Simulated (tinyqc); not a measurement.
Inputs raised by 5 %, one at a time: ballistic transport through the one-dimensional subbands of a rectangular nanowire or nanosheet channel. Computed by tinyqc, a small Python program. Command: `OMP_NUM_THREADS=1 python tinyqc.py 3008748 3008749 out.jsonl wire sens`. One thread of a shared host (Intel(R) Xeon(R) Processor @ 2.30GHz), about 0.06 s of CPU time with the checks.

Hard walls, parabolic subbands, transport along x. Energies are counted from the bulk conduction band edge at the top of the barrier, which the gate pulls down by U; the source Fermi level lies at the bulk edge when U = 0.

Inputs (values chosen for the exercise, modelled on silicon): light mass m_t = 0.19 m_0; heavy mass m_l = 0.911 m_0; height a = 3.6 nm; width b = 6.6 nm; equivalent oxide thickness t = 2.1 nm; gate voltage above flat band V_G = 0.8 V; drain voltage V_D = 0.44 V; temperature T = 300 K; mean free path for back-scattering lambda = 5.2 nm; channel length L = 49 nm.

Valleys: silicon [100] wire.

Constants: hbar^2/(2 m_0) = 3.80998212 eV angstrom^2; k_B = 8.617333262e-05 eV/K; m_0 = 9.1093837015e-31 kg; k_B = 1.380649e-23 J/K; hbar = 1.054571817e-34 J s; eps_0 = 8.8541878128e-12 F/m; e = 1.602176634e-19 C; h = 6.62607015e-34 J s.

Method:
- E_pq = (hbar^2 pi^2/2)(p^2/(m_y b^2) + q^2/(m_z a^2)); valley pairs: (m_x, m_y, m_z) = (m_t, m_t, m_l), (m_t, m_l, m_t), (m_l, m_t, m_t), each with degeneracy g = 2; the 10 lowest subbands are kept.
- F_j(eta) = (1/Gamma(j + 1)) int_0^infinity x^j/(1 + exp(x - eta)) dx, F_0 = ln(1 + exp(eta)). Integrals over x = E/(k_B T) use 160 Gauss-Legendre points in u = sqrt(x) from 0 to sqrt(max(eta, 0) + 32).
- With degeneracy g = 2, eta_i = (U - E_i)/(k_B T) and u = e V_D/(k_B T): line density n = sum_i g sqrt(2 m_x k_B T/pi)/(2 hbar) [F_-1/2(eta_i) + F_-1/2(eta_i - u)]; gate: e n = C_ox (V_G - U/e), C_ox = 3.9 eps_0 2 (a + b)/t (flat-plate estimate); I = (2 e k_B T/h) sum_i g [F_0(eta_i) - F_0(eta_i - u)].
- Linear conductance G = (2 e^2/h) sum_i g f(eta_i), g = 2, f = 1/(1 + exp(-eta_i)), with the barrier frozen at the eta_i above; current per perimeter I/(2(a + b)); with scattering, transmission lambda/(lambda + L) and low-bias resistance (1 + L/lambda)/G.

Runs; columns: (1) input moved; (2) from; (3) to; (4) line density n (1/nm); (5) mean velocity I/(e n) (1e7 cm/s); (6) ballistic conductance (microsiemens); (7) low-bias resistance with scattering (kiloohm):
```
(1)                                              (2)     (3)     (4)     (5)     (6)     (7)
base run                                           -       -  1.2787  1.6532  576.64  18.076
light mass m_t (m_0)                            0.19  0.1995  1.2937  1.5845  574.77  18.134
width b (nm)                                     6.6    6.93  1.3266  1.6433  602.55  17.298
equivalent oxide thickness t (nm)                2.1   2.205  1.2231  1.6507  556.33  18.735
gate voltage above flat band V_G (V)             0.8    0.84  1.3549  1.6573  603.80  17.262
drain voltage V_D (V)                           0.44   0.462  1.2787  1.6532  576.64  18.076
mean free path for back-scattering lambda (nm)   5.2    5.46  1.2787  1.6532  576.64  17.297
channel length L (nm)                             49   51.45  1.2787  1.6532  576.64  18.893
```

Exponents ln(y'/y) / ln(x'/x):
```
input                                      line density n  mean velocity I/(e n)  ballistic conductance  low-bias resistance with scattering
light mass m_t                                      0.240                 -0.871                 -0.067                                0.067
width b                                             0.755                 -0.123                  0.901                               -0.901
equivalent oxide thickness t                       -0.910                 -0.032                 -0.735                                0.735
gate voltage above flat band V_G                    1.187                  0.050                  0.944                               -0.944
drain voltage V_D                                   0.000                  0.000                  0.000                                0.000
mean free path for back-scattering lambda           0.000                  0.000                  0.000                               -0.902
channel length L                                    0.000                  0.000                  0.000                                0.906
```

Among the inputs moved here: line density n answers most in size to gate voltage above flat band V_G (exponent +1.187), next to equivalent oxide thickness t (-0.910); its exponent is below 0.0005 for drain voltage V_D, mean free path for back-scattering lambda, channel length L. mean velocity I/(e n) answers most in size to light mass m_t (exponent -0.871), next to width b (-0.123); its exponent is below 0.0005 for drain voltage V_D, mean free path for back-scattering lambda, channel length L. ballistic conductance answers most in size to gate voltage above flat band V_G (exponent +0.944), next to width b (+0.901); its exponent is below 0.0005 for drain voltage V_D, mean free path for back-scattering lambda, channel length L. low-bias resistance with scattering answers most in size to gate voltage above flat band V_G (exponent -0.944), next to channel length L (+0.906); its exponent is below 0.0005 for drain voltage V_D.
